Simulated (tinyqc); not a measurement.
Worked calculation: RHF in the 6-31g basis, for H2, spin multiplicity 1. Computed by tinyqc, a small Python program that keeps every step (integrals from PySCF). Settings: charge = 0, multiplicity = 1, basis = 6-31g, energy threshold = 1e-09, iteration cap = 58, orthogonalisation = symmetric, start = highest core orbitals, DIIS depth = 4, method = RHF. Command: `OMP_NUM_THREADS=1 python tinyqc.py 22053 22054 out.jsonl` (the two numbers bound the seeds that draw the settings). One thread of a shared host (Intel(R) Xeon(R) Processor @ 2.60GHz), about 0.05 s of CPU time with the checks. Later iterations appear only in the table of the cycle.

## One-electron integrals

Geometry (angstrom):
```
atom       x       y       z
H     0.0000  0.0000  0.0000
H     0.0000  0.0000  1.0920
```

Basis 6-31g: exponents (1/bohr^2) and contraction coefficients of normalised primitives:
```
element  l (shell)  exponent  coefficient
H            s (1)   18.7311       0.0335
H            s (1)    2.8254       0.2347
H            s (1)    0.6401       0.8138
H            s (2)    0.1613       1.0000
```

Overlap, kinetic and nuclear-attraction integrals over the contracted functions; the nuclear repulsion is the sum of Za Zb / Rab.

nuclear repulsion = 0.484595 hartree

overlap S:
```
        1H 1s   1H 2s   2H 1s   2H 2s
1H 1s  1.0000  0.6583  0.1987  0.3762
1H 2s  0.6583  1.0000  0.3762  0.7094
2H 1s  0.1987  0.3762  1.0000  0.6583
2H 2s  0.3762  0.7094  0.6583  1.0000
```

kinetic energy T (hartree):
```
         1H 1s   1H 2s    2H 1s   2H 2s
1H 1s   1.3957  0.2597  -0.0094  0.0928
1H 2s   0.2597  0.2419   0.0928  0.1323
2H 1s  -0.0094  0.0928   1.3957  0.2597
2H 2s   0.0928  0.1323   0.2597  0.2419
```

nuclear attraction V (hartree):
```
         1H 1s    1H 2s    2H 1s    2H 2s
1H 1s  -2.1375  -1.0588  -0.3684  -0.6212
1H 2s  -1.0588  -1.0782  -0.6212  -0.8150
2H 1s  -0.3684  -0.6212  -2.1375  -1.0588
2H 2s  -0.6212  -0.8150  -1.0588  -1.0782
```

core Hamiltonian H = T + V (hartree):
```
         1H 1s    1H 2s    2H 1s    2H 2s
1H 1s  -0.7418  -0.7990  -0.3778  -0.5285
1H 2s  -0.7990  -0.8363  -0.5285  -0.6827
2H 1s  -0.3778  -0.5285  -0.7418  -0.7990
2H 2s  -0.5285  -0.6827  -0.7990  -0.8363
```

## Two-electron integrals

Functions are numbered as in S; the eight-fold symmetry (ij|kl) = (ji|kl) = (kl|ij) leaves the list below.

Two-electron integrals (ij|kl) in chemists' order, unique and non-zero (hartree):
```
(11|11) 1.0766   (21|11) 0.5785   (21|21) 0.3294   (22|11) 0.5874
(22|21) 0.3613   (22|22) 0.4532   (31|11) 0.1552   (31|21) 0.0912
(31|22) 0.1047   (31|31) 0.0364   (32|11) 0.2067   (32|21) 0.1298
(32|22) 0.1679   (32|31) 0.0572   (32|32) 0.1065   (33|11) 0.4795
(33|21) 0.3096   (33|22) 0.4220   (33|31) 0.1552   (33|32) 0.3201
(33|33) 1.0766   (41|11) 0.3201   (41|21) 0.1837   (41|22) 0.2038
(41|31) 0.0572   (41|32) 0.0838   (41|33) 0.2067   (41|41) 0.1065
(42|11) 0.3797   (42|21) 0.2362   (42|22) 0.3040   (42|31) 0.0811
(42|32) 0.1413   (42|33) 0.3797   (42|41) 0.1413   (42|42) 0.2280
(43|11) 0.3096   (43|21) 0.1985   (43|22) 0.2691   (43|31) 0.0912
(43|32) 0.1837   (43|33) 0.5785   (43|41) 0.1298   (43|42) 0.2362
(43|43) 0.3294   (44|11) 0.4220   (44|21) 0.2691   (44|22) 0.3677
(44|31) 0.1047   (44|32) 0.2038   (44|33) 0.5874   (44|41) 0.1679
(44|42) 0.3040   (44|43) 0.3613   (44|44) 0.4532
```

## Orthogonalisation

S = U s U^T; symmetric (Loewdin) form X = U s^(-1/2) U^T, so that X^T S X = 1.

eigenvalues of S: 0.1655  0.3885  0.9264  2.5196

X:
```
         1H 1s    1H 2s    2H 1s    2H 2s
1H 1s   1.2532  -0.4996  -0.0193   0.0266
1H 2s  -0.4996   1.6126   0.0266  -0.6122
2H 1s  -0.0193   0.0266   1.2532  -0.4996
2H 2s   0.0266  -0.6122  -0.4996   1.6126
```

## Starting guess

The start is the highest orbitals of the core Hamiltonian (a deliberately bad start); D = 2 C_occ C_occ^T.

D at the start:
```
         1H 1s    1H 2s    2H 1s    2H 2s
1H 1s   1.5829  -2.4846  -1.5829   2.4846
1H 2s  -2.4846   3.9000   2.4846  -3.9000
2H 1s  -1.5829   2.4846   1.5829  -2.4846
2H 2s   2.4846  -3.9000  -2.4846   3.9000
```

## Iteration 1: building the Fock matrix

J_ij = sum D_kl (ij|kl), K_ij = sum D_kl (ik|jl); F = H + J - 0.5 K; E = tr D H + tr D J / 2 - 0.25 tr D K + E_nn.

Coulomb J (hartree):
```
        1H 1s   1H 2s   2H 1s   2H 2s
1H 1s  1.1511  0.6674  0.2217  0.3885
1H 2s  0.6674  0.8110  0.3885  0.5945
2H 1s  0.2217  0.3885  1.1511  0.6674
2H 2s  0.3885  0.5945  0.6674  0.8110
```

exchange K (hartree):
```
         1H 1s   1H 2s    2H 1s   2H 2s
1H 1s   0.4237  0.0734  -0.0718  0.0710
1H 2s   0.0734  0.0754   0.0710  0.0350
2H 1s  -0.0718  0.0710   0.4237  0.0734
2H 2s   0.0710  0.0350   0.0734  0.0754
```

Fock matrix F (hartree):
```
         1H 1s    1H 2s    2H 1s    2H 2s
1H 1s   0.1975  -0.1684  -0.1202  -0.1755
1H 2s  -0.1684  -0.0630  -0.1755  -0.1057
2H 1s  -0.1202  -0.1755   0.1975  -0.1684
2H 2s  -0.1755  -0.1057  -0.1684  -0.0630
```

total energy of this density = 1.287639 hartree

## Iteration 1: diagonalisation and new density

Diagonalise F' = X^T F X, C = X C', fill 1 alpha and 1 beta electrons from the bottom; D = 2 C_occ C_occ^T. Each column has its largest component positive (the first on a tie).

F' = X^T F X (hartree):
```
         1        2        3        4
1   0.4989  -0.3536  -0.0176  -0.1131
2  -0.3536   0.2283  -0.1131  -0.0543
3  -0.0176  -0.1131   0.4989  -0.3536
4  -0.1131  -0.0543  -0.3536   0.2283
```

orbital energies (hartree): MO1 -0.1638, MO2 0.1321, MO3 0.6670, MO4 0.8190

coefficients C:
```
          MO1      MO2      MO3      MO4
1H 1s  0.2405   0.1618  -0.9601   0.9029
1H 2s  0.3771   1.1363   1.1499  -0.6856
2H 1s  0.2405  -0.1618   0.9601   0.9029
2H 2s  0.3771  -1.1363  -1.1499  -0.6856
```

D after iteration 1:
```
        1H 1s   1H 2s   2H 1s   2H 2s
1H 1s  0.1157  0.1814  0.1157  0.1814
1H 2s  0.1814  0.2844  0.1814  0.2844
2H 1s  0.1157  0.1814  0.1157  0.1814
2H 2s  0.1814  0.2844  0.1814  0.2844
```

## Iteration 2: building the Fock matrix

As before.

Coulomb J (hartree):
```
        1H 1s   1H 2s   2H 1s   2H 2s
1H 1s  1.2321  0.7426  0.2577  0.4430
1H 2s  0.7426  0.9108  0.4430  0.6831
2H 1s  0.2577  0.4430  1.2321  0.7426
2H 2s  0.4430  0.6831  0.7426  0.9108
```

exchange K (hartree):
```
        1H 1s   1H 2s   2H 1s   2H 2s
1H 1s  0.7728  0.7169  0.4908  0.6129
1H 2s  0.7169  0.7759  0.6129  0.7259
2H 1s  0.4908  0.6129  0.7728  0.7169
2H 2s  0.6129  0.7259  0.7169  0.7759
```

Fock matrix F (hartree):
```
         1H 1s    1H 2s    2H 1s    2H 2s
1H 1s   0.1039  -0.4149  -0.3655  -0.3920
1H 2s  -0.4149  -0.3135  -0.3920  -0.3626
2H 1s  -0.3655  -0.3920   0.1039  -0.4149
2H 2s  -0.3920  -0.3626  -0.4149  -0.3135
```

total energy of this density = -1.073599 hartree

## Iteration 2: DIIS over 2 matrices

error matrix X^T (FDS - SDF) X:
```
        1        2       3        4
1  0.0000  -0.0474  0.0000  -0.0474
2  0.0474   0.0000  0.0474   0.0000
3  0.0000  -0.0474  0.0000  -0.0474
4  0.0474   0.0000  0.0474   0.0000
```

B (overlaps of the stored error matrices):
```
               1              2
1  1.3290731e-01  0.0000000e+00
2  0.0000000e+00  1.7950244e-02
```

Minimise |sum c_i e_i|^2 with sum c_i = 1: solve [B -1; -1 0][c; lambda] = [0; -1] with B_ij = tr e_i^T e_j, and take F = sum c_i F_i.

DIIS coefficients: 0.1190  0.8810

extrapolated F (hartree):
```
         1H 1s    1H 2s    2H 1s    2H 2s
1H 1s   0.1150  -0.3855  -0.3363  -0.3662
1H 2s  -0.3855  -0.2837  -0.3662  -0.3320
2H 1s  -0.3363  -0.3662   0.1150  -0.3855
2H 2s  -0.3662  -0.3320  -0.3855  -0.2837
```

## Iteration 2: diagonalisation and new density

As before.

F' = X^T F X (hartree):
```
         1        2        3        4
1   0.5864  -0.5473  -0.1836  -0.1284
2  -0.5473   0.2276  -0.1284  -0.1819
3  -0.1836  -0.1284   0.5864  -0.5473
4  -0.1284  -0.1819  -0.5473   0.2276
```

orbital energies (hartree): MO1 -0.4746, MO2 0.1337, MO3 0.9230, MO4 1.0457

coefficients C:
```
          MO1      MO2      MO3      MO4
1H 1s  0.2673   0.1840   0.8953  -0.9561
1H 2s  0.3564   1.1094  -0.6966   1.1759
2H 1s  0.2673  -0.1840   0.8953   0.9561
2H 2s  0.3564  -1.1094  -0.6966  -1.1759
```

D after iteration 2:
```
        1H 1s   1H 2s   2H 1s   2H 2s
1H 1s  0.1429  0.1906  0.1429  0.1906
1H 2s  0.1906  0.2541  0.1906  0.2541
2H 1s  0.1429  0.1906  0.1429  0.1906
2H 2s  0.1906  0.2541  0.1906  0.2541
```

## Iteration 3: building the Fock matrix

As before.

Coulomb J (hartree):
```
        1H 1s   1H 2s   2H 1s   2H 2s
1H 1s  1.2556  0.7540  0.2623  0.4499
1H 2s  0.7540  0.9192  0.4499  0.6899
2H 1s  0.2623  0.4499  1.2556  0.7540
2H 2s  0.4499  0.6899  0.7540  0.9192
```

exchange K (hartree):
```
        1H 1s   1H 2s   2H 1s   2H 2s
1H 1s  0.8067  0.7312  0.5092  0.6243
1H 2s  0.7312  0.7726  0.6243  0.7229
2H 1s  0.5092  0.6243  0.8067  0.7312
2H 2s  0.6243  0.7229  0.7312  0.7726
```

Fock matrix F (hartree):
```
         1H 1s    1H 2s    2H 1s    2H 2s
1H 1s   0.1104  -0.4107  -0.3700  -0.3907
1H 2s  -0.4107  -0.3034  -0.3907  -0.3542
2H 1s  -0.3700  -0.3907   0.1104  -0.4107
2H 2s  -0.3907  -0.3542  -0.4107  -0.3034
```

total energy of this density = -1.077071 hartree

## Iteration 3: DIIS over 3 matrices

error matrix X^T (FDS - SDF) X:
```
        1        2       3        4
1  0.0000  -0.0107  0.0000  -0.0107
2  0.0107   0.0000  0.0107   0.0000
3  0.0000  -0.0107  0.0000  -0.0107
4  0.0107   0.0000  0.0107   0.0000
```

B (overlaps of the stored error matrices):
```
               1              2              3
1  1.3290731e-01  0.0000000e+00  0.0000000e+00
2  0.0000000e+00  1.7950244e-02  4.0667013e-03
3  0.0000000e+00  4.0667013e-03  9.2132780e-04
```

As before.

DIIS coefficients: 0.0000  -0.2929  1.2929

extrapolated F (hartree):
```
         1H 1s    1H 2s    2H 1s    2H 2s
1H 1s   0.1123  -0.4095  -0.3713  -0.3903
1H 2s  -0.4095  -0.3004  -0.3903  -0.3518
2H 1s  -0.3713  -0.3903   0.1123  -0.4095
2H 2s  -0.3903  -0.3518  -0.4095  -0.3004
```

## Iteration 3: diagonalisation and new density

As before.

F' = X^T F X (hartree):
```
         1        2        3        4
1   0.6080  -0.5749  -0.2149  -0.1314
2  -0.5749   0.2396  -0.1314  -0.1935
3  -0.2149  -0.1314   0.6080  -0.5749
4  -0.1314  -0.1935  -0.5749   0.2396
```

orbital energies (hartree): MO1 -0.5077, MO2 0.1436, MO3 0.9470, MO4 1.1124

coefficients C:
```
          MO1      MO2      MO3      MO4
1H 1s  0.2752   0.1803   0.8930  -0.9568
1H 2s  0.3503   1.1140  -0.6997   1.1715
2H 1s  0.2752  -0.1803   0.8930   0.9568
2H 2s  0.3503  -1.1140  -0.6997  -1.1715
```

D after iteration 3:
```
        1H 1s   1H 2s   2H 1s   2H 2s
1H 1s  0.1514  0.1928  0.1514  0.1928
1H 2s  0.1928  0.2455  0.1928  0.2455
2H 1s  0.1514  0.1928  0.1514  0.1928
2H 2s  0.1928  0.2455  0.1928  0.2455
```

## Iteration 5 (converged): orbitals

converged F (hartree):
```
         1H 1s    1H 2s    2H 1s    2H 2s
1H 1s   0.1123  -0.4094  -0.3713  -0.3902
1H 2s  -0.4094  -0.3003  -0.3902  -0.3517
2H 1s  -0.3713  -0.3902   0.1123  -0.4094
2H 2s  -0.3902  -0.3517  -0.4094  -0.3003
```

As before.

F' = X^T F X (hartree):
```
         1        2        3        4
1   0.6080  -0.5748  -0.2149  -0.1314
2  -0.5748   0.2396  -0.1314  -0.1934
3  -0.2149  -0.1314   0.6080  -0.5748
4  -0.1314  -0.1934  -0.5748   0.2396
```

orbital energies (hartree): MO1 -0.5076, MO2 0.1436, MO3 0.9469, MO4 1.1124

coefficients C:
```
          MO1      MO2      MO3      MO4
1H 1s  0.2752   0.1803   0.8930  -0.9568
1H 2s  0.3503   1.1140  -0.6997   1.1715
2H 1s  0.2752  -0.1803   0.8930   0.9568
2H 2s  0.3503  -1.1140  -0.6997  -1.1715
```

D after iteration 5:
```
        1H 1s   1H 2s   2H 1s   2H 2s
1H 1s  0.1514  0.1928  0.1514  0.1928
1H 2s  0.1928  0.2455  0.1928  0.2455
2H 1s  0.1514  0.1928  0.1514  0.1928
2H 2s  0.1928  0.2455  0.1928  0.2455
```

## Convergence

Stop when the energy changes by less than 1e-09 hartree and every element of the error matrix X^T (F D S - S D F) X is below 9e-06.

Course of the cycle:
```
iteration  E (hartree)     change  largest element of the error matrix
1             1.287639          -                             1.29e-01
2            -1.073599  -2.36e+00                             4.74e-02
3            -1.077071  -3.47e-03                             1.07e-02
4            -1.077259  -1.88e-04                             2.33e-06
5            -1.077259  -7.71e-12                             8.47e-07
```

PySCF RHF in the same basis = -1.077259 hartree

Converged in 5 iterations.

## Populations, bond orders and dipole

Mulliken: Z minus the diagonal of D S on the atom; Loewdin: the same with S^(1/2) D S^(1/2); Mayer order: 2 sum_s sum (D(s) S)_ij (D(s) S)_ji over the two atoms.

Charges (e):
```
atom  Mulliken  Loewdin
1H           0        0
2H           0        0
```

Mayer bond orders:
```
pair   order
2-1   1.0000
```

dipole moment about the origin, x y z (debye): 0.0000  0.0000  0.0000
